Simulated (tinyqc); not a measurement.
# Nanowire ballistic transistor, top-of-the-barrier model, step by step

Computed by the program tinyqc: `OMP_NUM_THREADS=1 python tinyqc.py 2400095 2400096 out.jsonl`, one thread of a shared Intel Xeon 2.30GHz, about 0.07 s for the whole run. Printed values are rounded.

At the top of the source barrier, states moving towards the drain are filled by the source (Fermi level 0) and states moving back by the drain (Fermi level -q Vd); nothing scatters. U is the shift of the band edge there, set by the capacitances CG, CD and CS (the total) and by the charge. Parabolic one-dimensional subbands; the source is grounded.

Values chosen for this exercise; mass and valleys close to those of germanium: temperature T = 300 K; effective mass m = 0.123 m0; valley degeneracy gv = 4; relative permittivity of the gate insulator eox = 3.9; insulator thickness tox = 1 nm; wire diameter d = 3 nm; offset of a second subband (0: none) dE = 0.06 eV; gate control CG/CS aG = 0.76; drain control CD/CS aD = 0.11; band edge at the barrier top above the source Fermi level at zero bias E0 = 0.17 eV; gate voltage Vg = 0.7 V; drain voltage Vd = 0.7 V.

Constants: q = 1.602176634e-19 C, kB = 1.380649e-23 J/K, hbar = 1.054571817e-34 J s, h = 6.62607015e-34 J s, m0 = 9.1093837015e-31 kg, Vt = kB T/q, eps0 = 8.8541878128e-14 F/cm where lengths are in cm. Results are converted to the units shown.

## Density of states, capacitances and charge at zero bias

N0 = gv sqrt(2 m kB T/pi)/hbar, CG = 2 pi eps0 eox/ln(1 + 2 tox/d), CS = CG/aG, n0 = n at U = 0 and Vd = 0. eta1 = -(E0 + U)/Vt, eta2 = eta1 - Vd/Vt, n = (N0/2)[F_(-1/2)(eta1) + F_(-1/2)(eta2)], F_(-1/2)(x) = (1/sqrt(pi)) int_0^infinity u^(-1/2)/(1 + exp(u - x)) du. Each F is summed over the two subbands, F(eta) + F(eta - dE/Vt), which share the mass. UL = -(aG Vg + aD Vd).

N0 = 6.51963e6 cm^-1
CG = 4.24737 pF/cm
CS = 5.58865 pF/cm
n0 = 9968.53 cm^-1
UL = -0.609 eV

## Iteration 1: self-consistent potential at the barrier top

U at the start (U = UL) = -0.609 eV

eta1 = -(E0 + U)/Vt, eta2 = eta1 - Vd/Vt, n = (N0/2)[F_(-1/2)(eta1) + F_(-1/2)(eta2)], F_(-1/2)(x) = (1/sqrt(pi)) int_0^infinity u^(-1/2)/(1 + exp(u - x)) du. Each F is summed over the two subbands, F(eta) + F(eta - dE/Vt), which share the mass. U(out) = UL + q (n - n0)/CS. Newton step: U(new) = U + (U(out) - U)/(1 + CQ/CS), CQ = (q/Vt) dn/d(eta1) with both F' summed; F' = dF_(-1/2)/dx.

eta1 = 16.9813
eta2 = -10.0959
n = 2.91922e7 cm^-1
U(out) = 0.227607 eV
CQ = 5.77410 pF/cm
U after iteration 1 = -0.197523 eV

## Iteration 2: self-consistent potential at the barrier top

As before.

eta1 = 1.06465
eta2 = -26.0126
n = 4.21818e6 cm^-1
U(out) = -0.488357 eV
CQ = 13.0570 pF/cm
U after iteration 2 = -0.284695 eV

## Course of the iteration: self-consistent potential at the barrier top

Stop when U changes by less than 1e-9 eV, or after 90 iterations.

Course of the iteration:
```
iteration     U (eV)  |change| (eV)
1          -0.197523          0.411
2          -0.284695         0.0872
3          -0.275306        9.39e-3
4          -0.275464        1.58e-4
5          -0.275464        4.22e-8
6          -0.275464        < 1e-13
```

Converged in 6 iterations. At the end the number of correct digits about doubles with each step.

## Current, mean velocity and share of the gate voltage

converged U = -0.275464 eV

N0 = gv sqrt(2 m kB T/pi)/hbar, CG = 2 pi eps0 eox/ln(1 + 2 tox/d), CS = CG/aG, n0 = n at U = 0 and Vd = 0. eta1 = -(E0 + U)/Vt, eta2 = eta1 - Vd/Vt, n = (N0/2)[F_(-1/2)(eta1) + F_(-1/2)(eta2)], F_(-1/2)(x) = (1/sqrt(pi)) int_0^infinity u^(-1/2)/(1 + exp(u - x)) du. Each F is summed over the two subbands, F(eta) + F(eta - dE/Vt), which share the mass. I = gv (2 q^2/h) Vt [ln(1 + exp eta1) - ln(1 + exp eta2)], summed over both subbands. Mean velocity I/(q n). CQ = (q/Vt) dn/d(eta1); the band edge follows the gate as -dU/dVg = aG/(1 + CQ/CS).

eta1 = 4.07951
n = 1.16443e7 cm^-1
I = 48.1838 uA
mean velocity = 2.58273e7 cm/s
CQ = 14.8277 pF/cm
-dU/dVg = 0.208038 eV/V

The carriers from the source are degenerate (eta1 = 4.08), and the mean velocity is 1.68 times vT = sqrt(2 kB T/(pi m)) = 1.53e7 cm/s.
